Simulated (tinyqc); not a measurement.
Raman shift of the zone-centre optical phonon of a diamond-structure crystal under stress: one step, computed by the program tinyqc. Command: `OMP_NUM_THREADS=1 python tinyqc.py 3016486 3016487 out.jsonl ramanstress walk`. One thread of a shared host (Intel(R) Xeon(R) Processor @ 2.30GHz), about 0.01 s of CPU time with the checks.

Axes x, y, z are the cube axes. Strain shifts the threefold optical mode and can split it; p, q and r are the phonon deformation potentials.

Question. Heating mistaken for stress. A temperature above 300 K shifts the line by (d omega/dT)(T - 300 K); divided by the shift per stress it poses as a stress; the total shift adds it to the shift of the observed line. The anti-Stokes to Stokes ratio is [(omega_L + omega_0)/(omega_L - omega_0)]^3 exp(-h c omega_0/(k_B T)) in photon counts, omega_L = 1/wavelength, resonance effects left out.

Inputs (values chosen for the exercise, modelled on diamond): unstrained frequency omega_0 = 1335 1/cm; temperature coefficient d omega/dT = -0.011 1/(cm K); local temperature T = 330 K; laser wavelength = 632.8 nm.

Stress state: uniaxial. Axis: [111].

shift per stress = -1.036822 1/(cm GPa)

shift of the observed line = 1.969962 1/cm

Constants: h = 6.62607015e-34 J s; c = 299792458 m/s; k_B = 1.380649e-23 J/K.

Give: thermal shift; apparent stress from heating; total shift; anti-Stokes/Stokes ratio.

Answer.

thermal shift = -0.33 1/cm

apparent stress from heating = 0.3183 GPa

total shift = 1.640 1/cm

anti-Stokes/Stokes ratio = 0.004930

Caution: the modes that take part are split by more than a line width, so two lines are seen and not one at the mean. Caution: this stress has components normal to the (001) face, so it cannot reach a free (001) surface; it can act on buried material.
